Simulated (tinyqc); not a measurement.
# MOSFET in the linear regime without short-channel effects, parameter extraction from computed curves: two studies

Inversion charge Q = Cox n Vt W0(exp((Vg - VT)/(n Vt))), W0 the Lambert function and n = nf; u = Q/Cox; mobility mu = mu0/(1 + th1 u + th2 u^2); channel resistance Rch = (L - dL)/(W mu Q); Id = Vd/(Rch + Rsd/W). Cox = eps0 eox/tox. Small Vd, no channel-length or drain effects.

Inputs (values chosen for the exercise); channel values of the order met in silicon transistors: temperature T = 200 K; relative permittivity of the gate insulator (close to silicon dioxide) eox = 3.9; insulator thickness tox = 3 nm; low-field mobility mu0 = 170 cm^2/(V s); first mobility attenuation factor th1 = 0.1 1/V; second mobility attenuation factor th2 = 0 1/V^2; threshold voltage VT = 0.57 V; body factor nf = 1.47; gate width W = 1 um; drawn gate length L = 0.092 um; drawn less effective length dL = 0.007 um; source plus drain resistance Rsd = 230 ohm um; drain voltage Vd = 0.025 V.

Constants: q = 1.602176634e-19 C, kB = 1.380649e-23 J/K, Vt = kB T/q, eps0 = 8.8541878128e-14 F/cm where lengths are in cm. Results are converted to the units shown.

Each table varies one quantity; the others keep the values above.

## Extraction methods against the drawn gate length

From the continuous curve Id(Vg): tangent at peak gm (V_ext = Vg - Id/gm); constant current Id = 0.1 uA W/L; peak of d2Id/dVg2; Y = Id/sqrt(gm) drawn through Vg = VT + 0.6 and VT + 0.8 V, with intercept VT_Y and slope s. Mobilities gm,max L/(W Cox Vd) and s^2 L/(W Cox Vd) with the drawn L. Last column: share of Rsd/W in the total resistance at VT + 0.8 V.

Extraction methods against the drawn gate length:

| L (um) | V_ext (V) | constant current (V) | second derivative (V) | VT_Y (V) | mobility from gm (cm^2/(V s)) | mobility from Y (cm^2/(V s)) | series share (%) |
|---|---|---|---|---|---|---|---|
| 0.03 | 0.557 | 0.575 | 0.558 | 0.612 | 124 | 205 | 56.6 |
| 0.062 | 0.568 | 0.580 | 0.561 | 0.612 | 128 | 177 | 35.3 |
| 0.13 | 0.578 | 0.583 | 0.563 | 0.612 | 134 | 166 | 19.6 |
| 0.27 | 0.585 | 0.584 | 0.564 | 0.612 | 139 | 161 | 10.3 |
| 0.56 | 0.590 | 0.585 | 0.565 | 0.612 | 143 | 159 | 5.15 |
| 1.2 | 0.594 | 0.585 | 0.565 | 0.612 | 145 | 158 | 2.46 |
| 2.4 | 0.596 | 0.585 | 0.565 | 0.612 | 147 | 157 | 1.24 |
| 5 | 0.597 | 0.585 | 0.565 | 0.612 | 147 | 157 | 0.598 |

The model has VT = 0.57 V and mu0 = 170 cm^2/(V s). Over the table the extracted thresholds move by 40 mV (tangent), 10 mV (constant current), 6.5 mV (second derivative), under 0.5 mV (Y function). The mobility from gm rises from 124 to 147 and that from Y falls from 205 to 157 cm^2/(V s).

## Extraction methods against the body factor

Same model as above.

Result of one run:

| nf | V_ext (V) | constant current (V) | second derivative (V) | VT_Y (V) | mobility from gm (cm^2/(V s)) | mobility from Y (cm^2/(V s)) | series share (%) |
|---|---|---|---|---|---|---|---|
| 1.5 | 0.573 | 0.581 | 0.562 | 0.613 | 131 | 169 | 26.1 |

What becomes of these results when the body factor nf is changed from 1.5 to 1.4, all else the same?

Result of the changed run:

| nf | V_ext (V) | constant current (V) | second derivative (V) | VT_Y (V) | mobility from gm (cm^2/(V s)) | mobility from Y (cm^2/(V s)) | series share (%) |
|---|---|---|---|---|---|---|---|
| 1.4 | 0.574 | 0.583 | 0.563 | 0.611 | 133 | 170 | 26.2 |

The whole series:

| nf | V_ext (V) | constant current (V) | second derivative (V) | VT_Y (V) | mobility from gm (cm^2/(V s)) | mobility from Y (cm^2/(V s)) | series share (%) |
|---|---|---|---|---|---|---|---|
| 1 | 0.576 | 0.591 | 0.566 | 0.606 | 139 | 174 | 26.6 |
| 1.1 | 0.576 | 0.589 | 0.565 | 0.608 | 137 | 173 | 26.5 |
| 1.2 | 0.575 | 0.587 | 0.565 | 0.609 | 136 | 172 | 26.4 |
| 1.3 | 0.575 | 0.586 | 0.564 | 0.610 | 134 | 171 | 26.3 |
| 1.4 | 0.574 | 0.583 | 0.563 | 0.611 | 133 | 170 | 26.2 |
| 1.5 | 0.573 | 0.581 | 0.562 | 0.613 | 131 | 169 | 26.1 |
| 1.6 | 0.572 | 0.579 | 0.561 | 0.613 | 130 | 169 | 26.0 |
| 1.7 | 0.572 | 0.577 | 0.561 | 0.614 | 129 | 168 | 25.9 |

The model has VT = 0.57 V and mu0 = 170 cm^2/(V s). Over the table the extracted thresholds move by 4.3 mV (tangent), 14 mV (constant current), 4.5 mV (second derivative), 8.2 mV (Y function). The mobility from gm falls from 139 to 129 and that from Y falls from 174 to 168 cm^2/(V s).

Computed by the program tinyqc: `OMP_NUM_THREADS=1 python tinyqc.py 2210161 2210162 out.jsonl`, one thread of a shared Intel Xeon 2.30GHz, about 0.01 s for the whole run.
